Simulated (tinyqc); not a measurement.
# Kinetic Monte Carlo and master equation for a particle on a ring of sites with traps and bias, step by step

A worked calculation. Computed by tinyqc, a small Python program that keeps every step. Command: `OMP_NUM_THREADS=1 python tinyqc.py 3012297 3012298 out.jsonl kmc walk`. One thread of a shared host (Intel(R) Xeon(R) Processor @ 2.30GHz), about 0.1 s of CPU time with the checks. Intermediate numbers are printed to about 5 digits and carried at full precision; extremes and crossings named in words are read from the listed rows.

8 sites on a ring, numbered 1 to 8. The saddle between i and i+1 lies at E0 + s b_i and site i at s eps_i; a force F tilts the landscape, with the saddle half-way.

Inputs (values chosen for the exercise, for a model defect):
```
quantity                         value         unit
reference barrier E0              0.44           eV
scale factor s of the disorder       1            -
attempt frequency nu               4.7          THz
temperature T                      400            K
site spacing a                     3.1     angstrom
force F along the ring          0.0011  eV/angstrom
seed of the random numbers      764898            -
```

Disorder: random barriers.

site energies eps_i (eV): 0  0  0  0  0  0  0  0

saddle shifts b_i between sites i and i+1 (eV): -0.038  0.022  0.041  -0.005  0.051  -0.038  0.028  -0.034

Constants: k_B = 8.617333262e-05 eV/K.

## Rate table

Rates: k(i to i+1) = nu exp(-(E0 + s b_i - s eps_i - F a/2)/(k_B T)), k(i to i-1) = nu exp(-(E0 + s b_(i-1) - s eps_i + F a/2)/(k_B T)). Share right = k right/(k right + k left); mean stay = 1/(k right + k left).

Rates, shares of right hops and mean stays:
```
site  k right (1/s)  k left (1/s)  share right  mean stay (s)
1        4.2521e+07    3.4296e+07      0.55354     1.3018e-08
2        7.4582e+06    3.8516e+07      0.16223     2.1751e-08
3        4.2978e+06    6.7557e+06      0.38882     9.0469e-08
4        1.6324e+07    3.8930e+06      0.80744     4.9464e-08
5        3.2155e+06    1.4786e+07      0.17862     5.5550e-08
6        4.2521e+07    2.9126e+06      0.93589     2.2010e-08
7        6.2667e+06    3.8516e+07      0.13994     2.2330e-08
8        3.7862e+07    5.6764e+06      0.86962     2.2968e-08
```

The particle stays longest on site 3, 6.9 times as long as on the quickest site.

## Twelve steps of the residence-time algorithm

Random numbers:
```
step      r1      r2
1     0.6737  0.2967
2     0.3300  0.3403
3     0.6565  0.8212
4     0.4366  0.2781
5     0.8343  0.0085
6     0.3127  0.8499
7     0.2492  0.0640
8     0.8707  0.0433
9     0.2059  0.2231
10    0.7044  0.8007
11    0.5873  0.4528
12    0.8298  0.5242
```

Start on site 1 at t = 0. Hop right if r1 is below the share right, else left; advance the clock by -ln(r2) times the mean stay.

Trajectory:
```
step  site    hop    wait (s)   clock (s)  net hops
1        1   left  1.5817e-08  1.5817e-08        -1
2        8  right  2.4758e-08  4.0575e-08         0
3        1   left  2.5644e-09  4.3140e-08        -1
4        8  right  2.9394e-08  7.2534e-08         0
5        1   left  6.2066e-08  1.3460e-07        -1
6        8  right  3.7355e-09  1.3833e-07         0
7        1  right  3.5785e-08  1.7412e-07         1
8        2   left  6.8291e-08  2.4241e-07         0
9        1  right  1.9529e-08  2.6194e-07         1
10       2   left  4.8347e-09  2.6677e-07         0
11       1   left  1.0314e-08  2.7709e-07        -1
12       8  right  1.4835e-08  2.9192e-07         0
```

## Steady state

Master equation dP/dt = W P, W_(i+1,i) = k right, W_(i-1,i) = k left, columns summing to zero. The steady state is its null vector; drift v = a sum P_i (k right - k left). D = a^2 lambda''(0)/2, where lambda(q) is the leading eigenvalue of W with right hops weighted by exp(q) and left hops by exp(-q). The slowest relaxation rate is minus the real part of the next eigenvalue of W. 1 angstrom = 1e-8 cm.

occupations P_i: 0.12520  0.13570  0.13547  0.12466  0.13107  0.11143  0.12050  0.11596

drift velocity v = 0.024032 cm/s

diffusivity D = 7.5697e-09 cm^2/s

slowest relaxation rate = 3.8502e+06 1/s

The Boltzmann occupations exp(-s eps_i/(k_B T))/Z differ from these by at most 0.014: the current piles particles up in front of high saddles.

## Closed form at zero force

At zero force D0 = a^2 nu exp(-E0/(k_B T)) / [<exp(-s eps/(k_B T))> <exp(s b/(k_B T))>], with means over the ring; Einstein relation v = D0 F/(k_B T); 1 angstrom = 1e-8 cm.

zero-force diffusivity D0 = 7.5275e-09 cm^2/s

D0 over the value without disorder = 0.58289

Einstein drift = 0.024022 cm/s

F a/(k_B T) = 0.099; the true drift is 1.0004 times the Einstein value.

## Sampled drift against the exact one

400 independent walkers start on sites drawn with weights P_i (k right + k left), the steady shares of hops (random numbers not printed); the estimate is total displacement over total time, with its standard error from the spread between walkers.

Drift from sampling:
```
hops per walker  estimate (cm/s)  standard error (cm/s)  deviation in standard errors
10                      0.042237               0.012517                    1.4544e+00
30                      0.029334               0.007314                    7.2491e-01
100                     0.026065               0.003842                    5.2920e-01
300                     0.022865               0.002001                   -5.8324e-01
1000                    0.024032               0.001116                   -8.7862e-05
3000                    0.023676               0.000695                   -5.1154e-01
```

The exact drift is 0.02403 cm/s. The standard error falls by a factor 3.44 from 100 to 1000 hops (sqrt10 = 3.16), and in the last row it is 2.9 % of the drift.

Checks made by the program: closed form against the master equation at zero force (relative difference 2e-06).
